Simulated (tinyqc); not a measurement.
Ballistic Schottky-barrier transistor with a one-dimensional channel, WKB contacts: two steps of the calculation.

Source Fermi level 0, drain Fermi level -Vd. Far from the contacts Ec = pn - psi, and the gate moves psi one to one; the band edges relax as exp(-x/lam) from pn at the source and pn - Vd at the drain; Ev = Ec - Eg. A carrier of energy w inside the channel band meets at a contact a barrier of height D (the contact edge beyond the channel edge): T = 1 for w >= D, else exp(-S), S = 4 lam sqrt(m/C) [sqrt(D - w) - sqrt(w) arctan sqrt((D - w)/w)], C = hbar^2/(2 m0). The two contacts combine as Ts Td/(Ts + Td - Ts Td).

Inputs (values chosen for the exercise); channel values close to those of a carbon nanotube:
- T = 350 K (temperature)
- Eg = 0.824 eV (band gap)
- pn = 0.29 eV (barrier for electrons at both contacts)
- mp = 0.058 m0 (hole mass)
- g = 2 (valleys or subbands)
- lam = 3.2 nm (screening length at the contacts)
- Vd = 0.5 V (drain bias)
- ps = -0.58 V (band shift psi of the channel by the gate)
- w0 = 0.77 eV (energy of one carrier inside the channel band)
- wm = 1.3 eV (upper end of the grid)
- nE = 13 (points of the grid)

Constants: q = 1.602176634e-19 C, kB = 1.380649e-23 J/K, hbar = 1.054571817e-34 J s, h = 6.62607015e-34 J s, m0 = 9.1093837015e-31 kg, Vt = kB T/q, hbar^2/(2 m0) = 0.0380998212 eV nm^2. Results are converted to the units shown.

Task 1. Transmission of one of the holes. S and T at both contacts for w = w0, and the tunnelling distance lam ln(D/w) at the higher barrier.

D for holes (eV): source 0.5800000, drain 1.0800000

Find: S at the source; S at the drain; combined T; tunnelling distance.

Result 1.

S at the source = 0
S at the drain = 0.9576
combined T = 0.3838
tunnelling distance = 1.083 nm

Task 2. Current of the holes on a coarse grid. I = g (2 q^2/h) int T(w) [f(Es + w) - f(Ed + w)] dw, f(y) = 1/(1 + exp(y/Vt)). Electrons: Ds = psi, Dd = psi - Vd, Es = Ec, Ed = Ec + Vd. Holes: Ds = -psi, Dd = Vd - psi, Es = -Ev, Ed = -Ev - Vd. The size of each current is taken; both flow from drain to source and add. Simpson's rule on nE equally spaced w from 0 to wm.

Wanted: w; Ts; Td; T; size of the supply difference; current.

Result 2.

```
point  w (eV)        Ts        Td         T  size of the supply difference
0       0.000  5.977e-6  7.450e-8  7.358e-8                         0.1787
1       0.108  0.006710  1.142e-4  1.123e-4                         0.8876
2       0.217   0.06043  0.001443  0.001412                         0.9965
3       0.325    0.2349  0.008165  0.007953                         0.9992
4       0.433    0.5653   0.03016   0.02948                         0.9767
5       0.542    0.9324   0.08404   0.08353                         0.5359
6       0.650     1.000    0.1898    0.1898                        0.03082
7       0.758     1.000    0.3614    0.3614                       8.753e-4
8       0.867     1.000    0.5926    0.5926                       2.413e-5
9       0.975     1.000    0.8414    0.8414                       6.648e-7
10      1.083     1.000     1.000     1.000                       1.831e-8
11      1.192     1.000     1.000     1.000                      5.044e-10
12      1.300     1.000     1.000     1.000                      1.390e-11
```

current = 1.593 uA

Range of the model: No scattering, image-force lowering, channel charge or band-to-band tunnelling; parabolic kappa overstates S deep in the gap.

Computed by the program tinyqc: `OMP_NUM_THREADS=1 python tinyqc.py 2390058 2390059 out.jsonl`, one thread of a shared Intel Xeon 2.30GHz, about 0.07 s for the whole run.
